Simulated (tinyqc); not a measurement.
Worked calculation: two-dimensional dopant profile at a mask edge: lateral junction, overlap and effective channel length. Computed by tinyqc, a small Python program that keeps every step. Command: `OMP_NUM_THREADS=1 python tinyqc.py 3021578 3021579 out.jsonl lateral walk`. One thread of a shared host (Intel(R) Xeon(R) Processor @ 2.30GHz), about 0.02 s of CPU time with the checks. Intermediate numbers are printed to about 6 digits and carried at full precision; extremes and crossings named in words are read from the listed rows.

Ions enter for y < 0; the mask (spacer, then gate) covers y > 0. x is the depth. The surface reflects dopant during the anneal.

Inputs (values chosen for the exercise, modelled on a source-drain extension in silicon):
```
quantity               value    unit
dose Q               1.5e+15  1/cm^2
projected range R_p      6.1      nm
vertical straggle        2.1      nm
lateral straggle         1.6      nm
anneal budget D t    3.1e-13    cm^2
channel doping C_B   3.7e+18  1/cm^3
gate length L_g           59      nm
offset spacer            4.4      nm
oxide thickness          3.9      nm
```

Constants: eps_0 = 8.8541878128e-12 F/m.

## Widths and vertical profile

Widths s_x^2 = (vertical straggle)^2 + 2 D t, s_y^2 = (lateral straggle)^2 + 2 D t. C(x, y) = V(x) (1/2) erfc(y/(sqrt2 s_y)), V(x) = Q/(sqrt(2 pi) s_x) [exp(-(x - R_p)^2/(2 s_x^2)) + exp(-(x + R_p)^2/(2 s_x^2))]; 1 nm = 1e-7 cm. The vertical junction far from the mask solves V(x) = C_B.

s_x = 8.14923 nm

s_y = 8.03492 nm

V at the surface = 1.10980e+21 1/cm^3

V at R_p = 9.73765e+20 1/cm^3

vertical junction x_j = 32.6147 nm

Caution: the peak exceeds usual solubilities, so part of the dose is inactive and diffusion is concentration dependent.

## Lateral junction at the surface

The lateral junction at depth x solves C = C_B: y_j(x) = sqrt2 s_y erfc^-1(2 C_B/V(x)). Overlap under the gate = y_j(0) - spacer; metallurgical channel L_met = L_g - 2 overlap (tails from the two sides are not added). Abruptness at y_j(0) in nm per decade = ln(10) s_y sqrt(pi/2) exp(u^2) erfc(u), u = y_j/(sqrt2 s_y). Overlap capacitance per width = 3.9 eps_0 overlap/t_ox (zero if there is no overlap).

lateral junction y_j(0) = 21.7987 nm

ratio y_j(0)/x_j = 0.668370

overlap = 17.3987 nm

metallurgical channel L_met = 24.2026 nm

lateral abruptness = 6.13082 nm/decade

overlap capacitance = 0.154051 fF/um

The two overlaps take 59 % of the gate length.

## Junction contour

The lateral junction at depth x solves C = C_B: y_j(x) = sqrt2 s_y erfc^-1(2 C_B/V(x)). Depths are 0, 0.15, 0.3, 0.45, 0.6, 0.75, 0.9 and 0.97 of x_j.

Contour:
```
x/x_j   x (nm)   V (1/cm^3)  y_j (nm)
0.00    0.0000  1.10980e+21   21.7987
0.15    4.8922  1.02196e+21   21.5782
0.30    9.7844  7.72842e+20   20.8170
0.45   14.6766  4.50521e+20   19.2784
0.60   19.5688  1.92521e+20   16.6336
0.75   24.4610  5.86642e+19   12.2894
0.90   29.3532  1.25844e+19    4.3525
0.97   31.6363  5.43178e+18   -3.7844
```

The contour reaches furthest, 21.80 nm, at x/x_j = 0 among these rows, at the surface. It crosses the mask edge where V = 2 C_B.

## What the anneal budget does

x_j solves V(x) = C_B. Budgets are multiples of the given D t (at 0 the mirror term is kept, which overstates V(0) as implanted); those with V(0) not above 2.5 C_B are left out.

Junctions (nm):
```
multiple      s_x      s_y      x_j   y_j(0)   y_j/x_j     L_met
0.0        2.1000   1.6000  13.7566   2.7277  0.198281   62.3447
0.1        3.2573   2.9597  17.5772   7.4679  0.424860   52.8643
0.3        4.7969   4.6000  22.4665  12.4821  0.555588   42.8357
1.0        8.1492   8.0349  32.6147  21.7987  0.668370   24.2026
2.0       11.3318  11.2499  41.8608  29.7888  0.711617    8.2224
4.0       15.8874  15.8291  54.7657  40.4663  0.738898  -13.1325
8.0       22.3698  22.3285  72.7427  54.6656  0.751493  -41.5313
16.0      31.5660  31.5366  97.5967  73.4333  0.752416  -79.0667
```

The ratio y_j/x_j goes from 0.20 to 0.75: as implanted, x_j includes R_p and y_j only the lateral straggle; after long diffusion both scale roughly with sqrt(D t) as long as V(0) stays far above C_B, and the ratio stays below 1 because the edge starts from half the concentration and an erfc falls faster than the Gaussian. L_met is negative in the rows beyond a multiple of 2: source and drain merge.

Checks made by the program: lateral profile against the convolution of a step with a Gaussian (relative difference 2e-10).
